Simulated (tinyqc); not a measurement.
# Surface potential of a MOS transistor: implicit equation and explicit approximations: two studies

p-type body, charge-sheet picture, depletion and inversion only, full ionisation (an idealisation for deep acceptors), Boltzmann statistics (rough once Na exp(x - xn) passes about Nc/7). In units of Vt: xg = (Vg - Vfb)/Vt, x = psi/Vt, G = gamma/sqrt(Vt), xn = (2 phiF + Vc)/Vt. The implicit equation is (xg - x)^2 = G^2 [x - 1 + exp(x - xn)] for x above about 3. Cox = eps0 eox/tox.

Parameters, values chosen for the exercise; band and dielectric values close to those of silicon:
```
symbol,value,unit,meaning
T,350,K,temperature
Eg,1.12,eV,band gap
eps_r,11.9,,relative permittivity
Nc,3.53e19,cm^-3,conduction-band density of states at T
Nv,3.28e19,cm^-3,valence-band density of states at T
eox,3.9,,relative permittivity of the gate insulator (close to silicon dioxide)
tox,2.4,nm,insulator thickness
Na,1.9e18,cm^-3,acceptor density
Vfb,-0.39,V,flat-band voltage
Vc,0,V,channel-body voltage
Vg,1.79,V,gate-body voltage
```

Constants: q = 1.602176634e-19 C, kB = 1.380649e-23 J/K, Vt = kB T/q, eps0 = 8.8541878128e-14 F/cm where lengths are in cm. Results are converted to the units shown.

Each table varies one quantity; the others keep the values above.

## Accuracy of the approximations against gate voltage

ni = sqrt(Nc Nv) exp(-Eg/(2 Vt)), Eg in volts; phiF = Vt ln(Na/ni); gamma = sqrt(2 q eps0 eps_r Na)/Cox; VT = Vfb + Vt (xn + G sqrt(xn - 1)). Depletion value a = 1 + [sqrt(G^2/4 + xg - 1) - G/2]^2; inversion value b = xn + ln[(xg - xn)^2/G^2 - xn + 1] and first guess y = min(a, b) - ln(1 + exp(-|a - b|)) if a > xn + 1, else b = y = a; one second-order correction with D = exp(y - xn), p = 2 (xg - y) + G^2 (1 + D), w = (xg - y)^2 - G^2 (y - 1 + D): z = y + 2 w/(p + sqrt(p^2 - 2 (2 - G^2 D) w)), or the Newton step z = y + w/p where the root is not real. N_inv = (Cox Vt G/q) [sqrt(x - 1 + exp(x - xn)) - sqrt(x - 1)] at the root. Lambert form (Cox m Vt/q) W0[(G/(2 m sqrt(xn - 1))) exp((Vg - VT)/(m Vt))], m = 1 + G/(2 sqrt(xn - 1)). Errors under 1e-4 mV, and the linear form below VT, are printed as 0.

Result of one run:

| Vg (V) | psi (V) | x - xn | error of y (mV) | error of z (mV) | N_inv (cm^-2) | Cox (Vg - VT)/q (cm^-2) | Lambert form (cm^-2) |
|---|---|---|---|---|---|---|---|
| 0.89 | 0.7936 | -5.053 | 0.0466 | 0 | 5.515e8 | 0 | 4.783e8 |

What becomes of these results when the gate-body voltage Vg is changed from 0.89 to 1.69 V, all else the same?

Result of the changed run:

| Vg (V) | psi (V) | x - xn | error of y (mV) | error of z (mV) | N_inv (cm^-2) | Cox (Vg - VT)/q (cm^-2) | Lambert form (cm^-2) |
|---|---|---|---|---|---|---|---|
| 1.69 | 1.075 | 4.295 | 11.5 | -0.369 | 3.910e12 | 5.400e12 | 4.025e12 |

The whole series:

| Vg (V) | psi (V) | x - xn | error of y (mV) | error of z (mV) | N_inv (cm^-2) | Cox (Vg - VT)/q (cm^-2) | Lambert form (cm^-2) |
|---|---|---|---|---|---|---|---|
| 0.69 | 0.6439 | -10.01 | 3.54e-4 | 0 | 4.304e6 | 0 | 2.814e6 |
| 0.89 | 0.7936 | -5.053 | 0.0466 | 0 | 5.515e8 | 0 | 4.783e8 |
| 1.09 | 0.9412 | -0.1573 | 5.78 | -6.57e-3 | 6.701e10 | 1.198e10 | 6.726e10 |
| 1.29 | 1.024 | 2.577 | 17.9 | -1.50 | 9.113e11 | 1.808e12 | 9.409e11 |
| 1.49 | 1.056 | 3.653 | 14.7 | -0.866 | 2.335e12 | 3.604e12 | 2.408e12 |
| 1.69 | 1.075 | 4.295 | 11.5 | -0.369 | 3.910e12 | 5.400e12 | 4.025e12 |
| 1.89 | 1.089 | 4.758 | 9.57 | -0.203 | 5.546e12 | 7.196e12 | 5.699e12 |
| 2.09 | 1.101 | 5.125 | 8.31 | -0.128 | 7.216e12 | 8.992e12 | 7.404e12 |
| 2.29 | 1.110 | 5.430 | 7.39 | -0.0880 | 8.908e12 | 1.079e13 | 9.127e12 |

psi rises from 0.644 to 1.11 V and ends 5.4 Vt above 2 phiF + Vc. Among the rows the first guess is off by at most 18 mV (at Vg = 1.29 V) and the corrected value by at most 1.5 mV. In the last row the linear form is 21 % above N_inv and the Lambert form 2.5 % above it; in the first row the Lambert form is 35 % below it. For Vg = 1.29, 1.49, 1.69, 1.89, 2.09, 2.29 the electron quasi-Fermi level lies less than 2 Vt below the band edge at the surface, or above it, where degeneracy and confinement, left out, matter.

## Effect of the channel-body voltage at fixed gate voltage

Same model as above.

Results:

| Vc (V) | psi (V) | x - xn | error of y (mV) | error of z (mV) | N_inv (cm^-2) | Cox (Vg - VT)/q (cm^-2) | Lambert form (cm^-2) |
|---|---|---|---|---|---|---|---|
| 0 | 1.083 | 4.542 | 10.4 | -0.267 | 4.723e12 | 6.298e12 | 4.857e12 |
| 0.2 | 1.263 | 3.892 | 13.8 | -0.689 | 2.680e12 | 4.006e12 | 2.755e12 |
| 0.6 | 1.503 | -1.430 | 1.34 | 0 | 1.484e10 | 0 | 1.463e10 |
| 0.8 | 1.504 | -8.017 | 1.86e-3 | 0 | 2.048e7 | 0 | 1.800e7 |
| 1 | 1.504 | -14.65 | 0 | 0 | 2.701e4 | 0 | 2.018e4 |
| 1.2 | 1.504 | -21.28 | 0 | 0 | 35.62 | 0 | 21.85 |

Estimate the missing row, Vc = 0.4 V.

Computed row:

| Vc (V) | psi (V) | x - xn | error of y (mV) | error of z (mV) | N_inv (cm^-2) | Cox (Vg - VT)/q (cm^-2) | Lambert form (cm^-2) |
|---|---|---|---|---|---|---|---|
| 0.4 | 1.427 | 2.671 | 18.3 | -1.65 | 8.594e11 | 1.756e12 | 8.818e11 |

With this row back in the table: As Vc goes from 0 to 1.2, psi rises from 1.08 to 1.50 V, x - xn falls from 4.54 to -21.3 and N_inv falls from 4.72e12 to 35.6 cm^-2. The Lambert form lies between 0.613 and 1.03 times N_inv. psi follows Vc only while the surface is inverted; once x falls below xn it settles at the depletion value. For Vc = 0, 0.2, 0.4 the electron quasi-Fermi level lies less than 2 Vt below the band edge at the surface, or above it, where degeneracy and confinement, left out, matter.

tinyqc, about 0.01 s, one thread, Intel Xeon 2.30GHz (shared host): `OMP_NUM_THREADS=1 python tinyqc.py 2122154 2122155 out.jsonl`
